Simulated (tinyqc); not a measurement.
Spherical quantum dot: sweeps and comparisons. A value that a table varies takes the place of the one given here.

A sphere of radius R, isotropic masses, c = hbar^2/2m0, k = sqrt(mw E/c), kappa = sqrt(mb (V0 - E)/c). State n l is the spherical Bessel function j_l(k r) inside and k_l(kappa r) outside; psi and psi'/m are continuous: (k/mw) j_l'(kR)/j_l(kR) = (kappa/mb) k_l'(kappa R)/k_l(kappa R). For l = 0 this reads kR cot(kR) = 1 - (mw/mb)(1 + kappa R).

With hard walls E = c (x/R)^2/mw, x a zero of j_l: 1s 3.141593; 2s 6.283185; 1p 4.493409; 2p 7.725252; 1d 5.763459; 2d 9.095011; 1f 6.987932; 2f 10.417119.

Constants: hbar^2/2m0 = 3.80998211 eV angstrom^2.

Values chosen for the exercise (near those of an InGaAs dot in InAlAs; shifted at random, so the results belong to these values and not to a real crystal):

| symbol | value | unit | meaning |
|---|---|---|---|
| V0 | 0.509 | eV | barrier height |
| mw | 0.0407 | m0 | mass inside |
| mb | 0.0752 | m0 | mass outside |
| Rs | (20, 28, 39, 56, 78, 112, 157) | angstrom | radii |
| R | 56 | angstrom | radius |

## Radius

The two lowest states against R; a dash marks an unbound state.

Levels (eV):

| R (angstrom) | 1s | 1p | 1s, hard walls | flat well of width 2R |
|---|---|---|---|---|
| 20 | 0.4800 | - | 2.3098 | 0.1600 |
| 28 | 0.3696 | - | 1.1785 | 0.1088 |
| 39 | 0.2560 | 0.4968 | 0.6074 | 0.0706 |
| 56 | 0.1581 | 0.3225 | 0.2946 | 0.0419 |
| 78 | 0.0962 | 0.1972 | 0.1519 | 0.0249 |
| 112 | 0.0533 | 0.1093 | 0.0737 | 0.0136 |
| 157 | 0.0297 | 0.0608 | 0.0375 | 0.0075 |

The lowest state is bound at every radius listed. 1p becomes bound between 28 and 39 angstrom. At the largest radius the level is 0.79 of the hard-wall value and 3.96 times that of the flat well (the hard-wall ratio is 4.00); the exponent d ln E/d ln R between the last two radii is -1.73. Levels above about 0.3 eV lie beyond the range of a parabolic mass.

## Shape and dimension

Lowest level with hard walls: film c (pi/2R)^2/mw, cylinder c (2.404826/R)^2/mw, sphere c (pi/R)^2/mw, square or cube of side a: 2 or 3 times c (pi/a)^2/mw; c = hbar^2/2m0. Finite barriers V0 with outer mass mb and psi, psi'/m continuous for film, cylinder and sphere (not separable for the square and the cube: dash).

Lowest level (eV):

| shape | hard walls | finite barrier |
|---|---|---|
| film, width 2R | 0.0737 | 0.0419 |
| cylinder, radius R | 0.1726 | 0.0955 |
| square wire of equal area | 0.1876 | - |
| sphere, radius R | 0.2946 | 0.1581 |
| cube of equal volume | 0.3401 | - |

With hard walls the levels of film, cylinder and sphere stand as 1 : 2.34 : 4.00; with the finite barrier as 1 : 2.28 : 3.78. The square lies 8.6 % above the circle of equal area and the cube 15.5 % above the sphere of equal volume: round shapes give the lowest level for a given size.

## What each parameter does

The lowest level 1s and its distance to V0. Each row changes one parameter from the base and keeps the others.

Results:

| case | E (eV) | V0 - E (eV) | k R |
|---|---|---|---|
| base | 0.1581 | 0.3509 | 2.3017 |
| R = 62 angstrom | 0.1364 | 0.3726 | 2.3670 |
| V0 = 0.611 eV | 0.1663 | 0.4447 | 2.3605 |
| mw = 0.0366 m0 | 0.1652 | 0.3438 | 2.2309 |
| mb = 0.094 m0 | 0.1482 | 0.3608 | 2.2283 |

The largest shifts from the base row, up to three for each result and ties (the steps differ in size, so this ranks the rows, not the parameters). E (eV): R -0.0217, mb -0.0099, V0 +0.0082. V0 - E (eV): V0 +0.0938, R +0.0217, mb +0.0099. k R: mb -0.0734, mw -0.0708, R +0.0653.

Program tinyqc; command `OMP_NUM_THREADS=1 python tinyqc.py 1282083 1282084 out.jsonl`; about 0.03 s on one thread of a shared Intel(R) Xeon(R) Processor @ 2.30GHz.
